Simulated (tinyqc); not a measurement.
# Rapid thermal processing of a wafer: radiative balance, ramp and cooling, pattern effects, pyrometer error and spike budget, step by step

A worked calculation. Computed by tinyqc, a small Python program that keeps every step. Command: `OMP_NUM_THREADS=1 python tinyqc.py 3112846 3112847 out.jsonl rtp walk`. One thread of a shared host (Intel(R) Xeon(R) Processor @ 2.30GHz), about 0.04 s of CPU time with the checks. Intermediate numbers are printed to about 6 digits and carried at full precision; extremes and crossings named in words are read from the listed rows.

The wafer is opaque and uniform through its thickness unless said otherwise; temperatures in formulas are in kelvin (C + 273.15). sigma = 5.670374419e-12 W/(cm^2 K^4).

Inputs (values chosen for the exercise, modelled on a hot silicon wafer):

| quantity | value | unit |
|---|---|---|
| wafer thickness d | 725 | micrometre |
| heat capacity per volume C | 2.2 | J/(cm^3 K) |
| thermal conductivity k | 0.2 | W/(cm K) |
| emissivity eps of each face | 0.61 | - |
| reflectivity of the chamber walls r | 0.78 | - |
| gas heat-transfer coefficient h, both faces together | 2 | mW/(cm^2 K) |
| wall temperature T_w | 300 | K |
| process temperature | 987 | C |
| starting temperature | 500 | C |
| ramp rate | 41 | K/s |
| relative change of absorptivity over a pattern | 8.8 | % |
| period of the pattern | 20 | mm |
| pyrometer wavelength | 3.8 | micrometre |
| error of the assumed emissivity | 8.7 | % |
| activation energy of the process E_a | 1.24 | eV |

Constants: k_B = 8.617333262e-05 eV/K; h = 6.62607015e-34 J s; c = 299792458 m/s; k_B = 1.380649e-23 J/K.

## Power to hold and to ramp

Effective emissivity between parallel grey plates: eps_eff = 1/(1/eps + 1/(1 - r) - 1). Loss per area q(T) = 2 eps_eff sigma (T^4 - T_w^4) + h (T - T_w). Absorbed power during a ramp = q(T) + C d x ramp rate; thermal time constant tau = C d/(dq/dT), dq/dT = 8 eps_eff sigma T^3 + h; natural cooling rate q/(C d); front-to-back difference under one-sided heating at the end of the ramp = (absorbed power) d/(2 k).

eps_eff = 0.192872

holding power q = 7.41826 W/cm^2

power at the end of the ramp = 13.9578 W/cm^2

dq/dT = 19.5080 mW/(cm^2 K)

time constant tau = 8.17613 s

natural cooling rate = 46.5095 K/s

front-to-back difference = 2.52984 K

Radiation carries 74 % of the loss. The ramp needs 1.9 times the holding power.

## Cooling curve

Cooling with the lamps off: C d dT/dt = -q(T), integrated adaptively (relative tolerance 1e-10).

Lamps off at t = 0:

| t (s) | T (C) | cooling rate (K/s) |
|---|---|---|
| 0.82 | 950.666 | 42.2347 |
| 1.60 | 919.102 | 38.7861 |
| 3.30 | 858.505 | 32.8080 |
| 5.70 | 787.446 | 26.7781 |
| 8.20 | 726.343 | 22.3458 |
| 12.00 | 650.853 | 17.7098 |
| 20.00 | 534.246 | 12.0789 |
| 33.00 | 409.587 | 7.6678 |

The rate falls from 46.5 K/s at t = 0 to 7.67 K/s in the last row.

## Thermal budget of a spike

Spike anneal: linear ramp to the peak, then lamps off. Equivalent time at the peak = int exp(-(E_a/k_B)(1/T - 1/T_peak)) dt; estimate (k_B T^2/E_a)(1/ramp rate + 1/cooling rate). The ramp part uses 4000 trapezoid steps, the cooling part 4000 steps over 4 tau. Time within 50 K of the peak from the same curves.

equivalent time, ramp = 2.31264 s

equivalent time, cooling = 2.62799 s

equivalent time, total = 4.94064 s

estimate = 5.06437 s

time within 50 K of the peak = 2.36909 s

Cooling supplies 53 % of the budget.

## What a faster ramp buys

The formulas are those given above.

Against the ramp rate:

| ramp (K/s) | ramp part (s) | cooling part (s) | total (s) | power at the peak (W/cm^2) |
|---|---|---|---|---|
| 10 | 9.48184 | 2.62799 | 12.1098 | 9.013 |
| 25 | 3.79274 | 2.62799 | 6.4207 | 11.406 |
| 50 | 1.89637 | 2.62799 | 4.5244 | 15.393 |
| 100 | 0.94818 | 2.62799 | 3.5762 | 23.368 |
| 250 | 0.37927 | 2.62799 | 3.0073 | 47.293 |
| 500 | 0.18964 | 2.62799 | 2.8176 | 87.168 |
| 1000 | 0.09482 | 2.62799 | 2.7228 | 166.918 |

From 10 to 100 K/s the total falls by a factor 3.4, from 100 to 1000 K/s by 1.31: the cooling part, 2.63 s, is a floor, and the natural cooling rate here is 46.5 K/s.

## Pattern effect

At steady state a sinusoidal change of absorbed power of relative amplitude a and period p gives the temperature amplitude a q/(dq/dT + k d (2 pi/p)^2); healing length l = sqrt(k d/(dq/dT)); process change = E_a dT/(k_B T^2). Emissivity is taken as unchanged.

healing length l = 8.62140 mm

amplitude without lateral conduction = 33.4635 K

amplitude = 4.01438 K

change of the process rate = 3.63766 %

Lateral conduction cuts the amplitude to 12 %, since p/(2 pi l) = 0.37.

## Pyrometer error

Signal proportional to eps/(exp(c2/(lambda T)) - 1), c2 = h c/k_B. If the assumed emissivity is too high by the given error, the reading T' solves (1 + error)/(exp(c2/(lambda T')) - 1) = 1/(exp(c2/(lambda T)) - 1). Wien estimate: T' - T = -lambda T^2 ln(1 + error)/c2. Process rates go as exp(-E_a/(k_B T)).

c2 = 14387.8 micrometre K

c2/(lambda T) = 3.00461

reading less true temperature = -32.4623 K

Wien estimate = -34.9875 K

rate at T over rate at T', less 1 = 35.2477 %

Caution: below about 600 C lightly doped silicon is partly transparent at this wavelength, so its emissivity is not yet the hot value early in the ramp.

Checks made by the program: cooling time against quadrature of C d dT/q (relative difference 2e-08).
